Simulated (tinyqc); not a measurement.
Middle barrier of the double well: double quantum well by finite differences.

Finite differences on points z_i at the centres of cells of width h: H_ii = (c/h^2)(1/m_(i-1/2) + 1/m_(i+1/2)) + V_i, H_(i,i+1) = -(c/h^2)/m_(i+1/2), where m_(i+1/2) is the mean of the masses at the two points (the end values are repeated outwards), psi = 0 on the points beyond both ends, c = hbar^2/2m0. The field adds e F (z - z0) with z0 the middle of the structure; 1 kV/cm = 1e-5 eV/angstrom.

Constants: hbar^2/2m0 = 3.80998211 eV angstrom^2.

Inputs chosen for the exercise (out of a larger set: near those of a non-polar GaN well in AlGaN; not measured data):
```
symbol  value                                                                                      unit      meaning
layers  ((24, 0.42, 0.234), (24, 0, 0.193), (16, 0.42, 0.234), (16, 0, 0.193), (24, 0.42, 0.234))            each layer: thickness in angstrom, band edge in eV, mass in m0
hf      0.5                                                                                        angstrom  cell width of the fine grid
ws      (2, 4, 6, 8, 12, 16, 24)                                                                   angstrom  widths of the middle barrier
```

Fine grid, zero field, the third layer set to each width in turn. kappa = sqrt(m (V - E)/c) in that layer at the mean of E1 and E2 of the last row.

Splitting:
```
width (angstrom)  E1 (eV)  E2 (eV)  E2 - E1 (meV)  ln(E2 - E1)
2.00               0.0835   0.2322         148.63        5.001
4.00               0.0972   0.2207         123.51        4.816
6.00               0.1067   0.2116         104.96        4.654
8.00               0.1130   0.2047          91.72        4.519
12.00              0.1199   0.1964          76.54        4.338
16.00              0.1226   0.1928          70.15        4.251
24.00              0.1239   0.1907          66.72        4.201
```

kappa = 0.1270 1/angstrom

What does the comparison show, and why?

The splitting falls from 148.6 to 66.72 meV; the last slope of its logarithm is -0.0063 per angstrom, far from -kappa = -0.1270: the wells differ in width, so E2 - E1 levels off at the detuning of the two single-well levels.

Computed by tinyqc, a small Python program: `OMP_NUM_THREADS=1 python tinyqc.py 1282032 1282033 out.jsonl` (the numbers bound the seed that draws the inputs); one thread of a shared host (Intel(R) Xeon(R) Processor @ 2.30GHz), about 0.02 s for the whole set of steps.
